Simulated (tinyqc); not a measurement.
G0W0 on RHF in the sto-6g basis, for H3+, spin multiplicity 1, step by step. One step of it, computed by the program tinyqc.

Question. Screening: direct RPA. With D = e_a - e_i and K = (ia|jb): diagonalise D^(1/2) (D + 4K) D^(1/2) = Z w^2 Z^T; X + Y = D^(1/2) Z w^(-1/2), each column of Z with its largest component positive (the first on a tie); E_c = (sum w - tr (D + 2K)) / 2.

orbital energies (hartree): [-1.021347, -0.295730, 0.175754]

Two-electron integrals over orbitals (pq|rs), unique and non-zero (hartree):
```
(11|11) 0.571006    (21|11) -0.000119   (21|21) 0.144732    (22|11) 0.505778
(22|21) 0.000202    (22|22) 0.568952    (31|11) 0.072735    (31|21) 0.000030
(31|22) -0.054121   (31|31) 0.139310    (32|11) 0.000048    (32|21) -0.128279
(32|22) -0.000165   (32|31) -0.000134   (32|32) 0.132969    (33|11) 0.575844
(33|21) -0.000218   (33|22) 0.509324    (33|31) 0.093282    (33|32) 0.000138
(33|33) 0.618927
```

Give: D^(1/2) (D + 4K) D^(1/2); excitation energies w; X + Y; RPA correlation energy.

Answer.

D^(1/2) (D + 4K) D^(1/2) (hartree^2), order 1>2, 1>3:
```
[[0.947, 0.000],
 [0.000, 2.100]]
```

excitation energies w (hartree): [0.973, 1.449]

X + Y, order 1>2, 1>3:
```
[[0.864, 0.000],
 [0.000, 0.909]]
```

RPA correlation energy = -0.03434 hartree
